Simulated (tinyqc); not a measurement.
What the corrections do to the levels: formation energy of a charged point defect from supercell energies. Computed by tinyqc, a small Python program. Command: `OMP_NUM_THREADS=1 python tinyqc.py 3011365 3011366 out.jsonl formation walk`. One thread of a shared host (Intel(R) Xeon(R) Processor @ 2.30GHz), about 0.01 s of CPU time with the checks.

The host is a compound AB. Making the defect adds n_A = -1, n_B = 0 atoms to the cell. All total energies are inputs. E_F is counted from the valence-band maximum (VBM); x = 0 is A-rich and x = 1 B-rich growth.

Inputs (values chosen for the exercise, for a model compound AB):
```
quantity                      value      unit
E_VBM of the host cell        5.806        eV
potential alignment dV        -0.05        eV
dielectric constant eps        11.4         -
cell length L                    20  angstrom
mu_A of the pure element     -4.501        eV
formation enthalpy dH of AB  -0.956        eV
growth condition x             0.29         -
```

Defect: vacancy of A. Supercell lattice: bcc.

charge states q: 2  1  0  -1  -2

E(defect, q) - E(host), in the order of q (eV): -5.547  1.29  8.278  15.705  22.453

Constants: e^2/(4 pi eps_0) = 14.39964548 eV angstrom.

Method:
- dmu_A = x dH and dmu_B = (1 - x) dH, so that dmu_A + dmu_B = dH; mu = mu(element) + dmu.
- The reservoir term is sum n_i mu_i.
- Image-charge correction of a point charge in a neutralising background: E_corr = q^2 alpha e^2/(4 pi eps_0) / (2 eps L), alpha = 2.888462 for a bcc array with L the cube root of the volume.
- E_f(q, E_F) = [E(defect, q) - E(host)] - sum n_i mu_i + q (E_VBM + dV + E_F) + E_corr(q).
- Levels eps(q/q-1) with the terms q dV and E_corr left out or kept.

E_f(q, 0) (eV): (q=+2) 1.55161, (q=+1) 2.35897, (q=0) 3.49976, (q=-1) 5.26197, (q=-2) 6.52761

E_corr (eV): (q=+2) 0.364849, (q=+1) 0.091212, (q=0) 0.000000, (q=-1) 0.091212, (q=-2) 0.364849

Levels above the VBM (eV):
```
level       raw  with alignment  with image charge  with both
(+2/+1)  1.0310          1.0810             0.7574     0.8074
(+1/0)   1.1820          1.2320             1.0908     1.1408
(0/-1)   1.6210          1.6710             1.7122     1.7622
(-1/-2)  0.9420          0.9920             1.2156     1.2656
```

What follows from these numbers?

Alignment moves every level by -dV = +0.050 eV. The image term moves eps(q/q-1) by (1 - 2q) E_corr(1): (+2/+1) by -0.274, (+1/0) by -0.091, (0/-1) by +0.091, (-1/-2) by +0.274 eV, donor levels down and acceptor levels up. It adds 2 E_corr(1) = 0.182 eV to every U.
